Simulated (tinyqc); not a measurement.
Worked calculation: oxidation of curved silicon (wires and holes): cylindrical Deal-Grove kinetics with stress-retarded reaction. Computed by tinyqc, a small Python program that keeps every step. Command: `OMP_NUM_THREADS=1 python tinyqc.py 3009230 3009231 out.jsonl wireox walk`. One thread of a shared host (Intel(R) Xeon(R) Processor @ 2.30GHz), about 0.01 s of CPU time with the checks. Intermediate numbers are printed to about 5 digits and carried at full precision; extremes and crossings named in words are read from the listed rows.

Silicon fills r < a and oxide a < r < b. One volume of silicon gives 2.25 volumes of oxide, and the length is fixed.

Inputs (values chosen for the exercise, close to those used for silicon in dry oxygen):
```
quantity,value,unit
prefactor B0,740,um^2/h
activation energy E_B,1.23,eV
prefactor (B/A)0,4.92e+06,um/h
activation energy E_A,2.01,eV
starting silicon radius a0,52,nm
starting oxide x_i,3,nm
viscosity prefactor eta0,1.5e-08,Pa s
viscosity energy E_eta,5.44,eV
critical shear stress s_c,55,MPa
activation volume V_k,8.4,angstrom^3
temperature T,850,C
time t,0.16,h
```

Shape: wire (convex).

Constants: k_B = 8.617333262e-05 eV/K.

## Planar constants and viscosity

B = B0 exp(-E_B/(k_B T)), B/A = (B/A)0 exp(-E_A/(k_B T)), eta = eta0 exp(E_eta/(k_B T)); 1 um = 1000 nm. Temperatures in kelvin are T(C) + 273.15.

B = 2238.7 nm^2/h

B/A = 4.7068 nm/h

low-stress viscosity eta = 3.8580e+16 Pa s

k_B T = 0.096786 eV

## Rate at the start

Geometry: b^2 = b0^2 + 1.25 (a0^2 - a^2), b0 = a0 + x_i. Rate of oxide made per interface area: q = 1/[1/k + 2 a |ln(b/a)|/B], and |da/dt| = q/2.25. Reaction k = (B/A) exp(-sigma V_k/(k_B T)). New oxide pushes the old with radial speed u = 1.25 |da/dt| at r = a; the shear stress at radius r is s_c asinh(z a^2/r^2), z = 2 eta u/(a s_c) (Eyring flow), and the compressive normal stress at the interface is sigma = |int_a^b 2 s/r dr| = s_c |F(z) - F(z a^2/b^2)|, F(y) = int_0^y asinh(w)/w dw. q and sigma are solved together. 1 MPa angstrom^3 = 6.241509e-6 eV.

oxide radius b0 = 55 nm

rate q without stress = 4.6498 nm/h

normal stress sigma = 64.619 MPa

factor on the reaction = 0.96560

rate q with stress = 4.4917 nm/h

## State after time t

Integrate da/dt adaptively (tolerance 1e-8); a wire counts as consumed at a = 0.5 nm and a hole as closed at b = 0.5 nm. Planar reference: x^2 + A x = B t + x_i^2 + A x_i, A = B/(B/A).

silicon radius a = 51.682 nm

oxide thickness = 3.6908 nm

normal stress at time t = 79.339 MPa

planar thickness = 3.7426 nm

ratio to the planar thickness = 0.98618

Stress now cuts the reaction constant to 96 % of its planar value. Caution: planar dry oxides this thin grow faster than Deal-Grove predicts. Caution: the oxide is taken as a purely viscous fluid in steady flow; elasticity, stress-dependent diffusion and thin-oxide enhancement are left out.

## Geometry alone against geometry with stress

A dash marks a stress-free run that has consumed the wire or closed the hole.

Oxide thickness (nm):
```
t (h),planar,"curved, no stress","curved, with stress",a (nm),sigma (MPa)
0.0048,3.0223,3.0216,3.0209,51.990,65.065
0.0160,3.0744,3.0721,3.0696,51.968,66.105
0.0320,3.1487,3.1441,3.1391,51.936,67.588
0.0640,3.2973,3.2880,3.2778,51.873,70.544
0.1120,3.5200,3.5032,3.4848,51.777,74.955
0.1600,3.7426,3.7178,3.6908,51.682,79.339
0.2400,4.1130,4.0740,4.0318,51.525,86.584
0.3200,4.4829,4.4285,4.3699,51.368,93.756
```

At 0.32 h the thickness is 0.988 of the planar value from geometry alone and 0.975 with stress. On a wire the new oxide spreads over a larger circumference, which thins it, while the oxidant converges on a smaller interface. Stress matters little here. Caution: elasticity of the oxide, stress-dependent diffusion and thin-oxide enhancement are left out.

Checks made by the program: large-radius limit against the planar law (relative difference 5e-10).
